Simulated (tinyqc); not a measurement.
Changing the film density rho: X-ray reflectivity of a thin film on silicon: critical angles, Parratt recursion, fringes and roughness. Computed by tinyqc, a small Python program. Command: `OMP_NUM_THREADS=1 python tinyqc.py 3121304 3121305 out.jsonl xrr sweep`. One thread of a shared host (Intel(R) Xeon(R) Processor @ 2.30GHz), about 0.01 s of CPU time with the checks.

n = 1 - delta + i beta; the classical electron radius is r_e = 2.8179403e-6 nm. Layer 0 is vacuum, 1 the film, 2 the substrate.

Inputs (values chosen for the exercise, modelled on a porous low-k film on silicon, copper K-alpha radiation): wavelength lambda = 0.15406 nm; effective electrons per unit mass, film = 0.522 mol/g; beta/delta, film = 0.0098; film thickness d = 5.19 nm; roughness of the surface sigma_1 = 0.22 nm; roughness of the interface sigma_2 = 0.46 nm; substrate density = 2.33 g/cm^3; effective electrons per unit mass, substrate = 0.507 mol/g; beta/delta, substrate = 0.023; grazing angle theta = 0.887 degrees.

Constants: N_A = 6.02214076e+23 1/mol.

Method:
- delta = r_e lambda^2 rho_e/(2 pi), rho_e = density x electrons per mass x N_A; critical angle sqrt(2 delta), q_c = 4 sqrt(pi r_e rho_e).
- k_j = (2 pi/lambda) sqrt(sin^2 theta - 2 delta_j + 2 i beta_j); r_ij = (k_i - k_j)/(k_i + k_j) x exp(-2 k_i k_j sigma^2) (Nevot-Croce); r = (r_01 + r_12 p)/(1 + r_01 r_12 p), p = exp(2 i k_1 d); R = |r|^2.
- Far above the critical angle the period is d theta = lambda/(2 d), or 2 pi/d in q; the envelope runs between (|r_01| - |r_12 p|)^2 and (|r_01| + |r_12 p|)^2; contrast = 2 a b/(a^2 + b^2) with a = |r_01|, b = |r_12 p|; roughness factors on the amplitudes are about exp(-q^2 sigma^2/2).

One run for each value:
```
film density rho (g/cm^3)  critical angle of the film (degrees)  contrast  reflectivity R
0.650                                                   0.11950   0.73893      2.0554e-04
0.771                                                   0.13015   0.85736      2.0846e-04
0.891                                                   0.13991   0.94461      2.1145e-04
1.010                                                   0.14896   0.99225      2.1448e-04
1.130                                                   0.15756   0.99616      2.1758e-04
1.250                                                   0.16572   0.95651      2.2073e-04
1.370                                                   0.17349   0.87941      2.2391e-04
1.490                                                   0.18093   0.77446      2.2710e-04
```

Describe and explain the trends.

Over the rows, critical angle of the film (degrees) rises from 0.120 to 0.181 (exponent d ln y / d ln x about 0.50 throughout); contrast goes from 0.739 through a maximum among these rows, 0.996 at 1.13, to 0.774; reflectivity R rises from 2.06e-4 to 2.27e-4 (exponent d ln y / d ln x 0.083 between the first rows and 0.17 between the last). The exponent of critical angle of the film stays at 0.50: delta is proportional to the density.

Extremes, crossings and ranges named in words are read from the listed rows.
